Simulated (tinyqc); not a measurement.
G0W0 on RHF in the sto-3g basis, for H3-, spin multiplicity 1, step by step. The basis has no diffuse functions, so it cannot describe the extra electron: this is an exercise in the method, not the real anion. One step of it, computed by the program tinyqc.

Question. Iteration 5 (converged): orbitals. Diagonalise F' = X^T F X, C = X C', fill 2 alpha and 2 beta electrons from the bottom; D = 2 C_occ C_occ^T. Each column has its largest component positive (the first on a tie).

converged F (hartree), order 1H 1s, 2H 1s, 3H 1s:
```
[[0.005277, -0.268086, -0.268086],
 [-0.268086, 0.058328, -0.128231],
 [-0.268086, -0.128231, 0.058328]]
```

X, order 1H 1s, 2H 1s, 3H 1s:
```
[[1.457312, -0.466468, -0.466468],
 [-0.466468, 1.210515, 0.086799],
 [-0.466468, 0.086799, 1.210515]]
```

Give: F' = X^T F X; orbital energies; coefficients C; D after iteration 5.

Answer.

F' = X^T F X (hartree):
```
[[0.710, -0.585, -0.585],
 [-0.585, 0.385, 0.149],
 [-0.585, 0.149, 0.385]]
```

orbital energies (hartree): [-0.210, 0.236, 1.453]

coefficients C, order 1H 1s, 2H 1s, 3H 1s:
```
[[0.484, 0.000, 1.525],
 [0.370, 0.795, -0.960],
 [0.370, -0.795, -0.960]]
```

D after iteration 5, order 1H 1s, 2H 1s, 3H 1s:
```
[[0.468, 0.358, 0.358],
 [0.358, 1.537, -0.989],
 [0.358, -0.989, 1.537]]
```
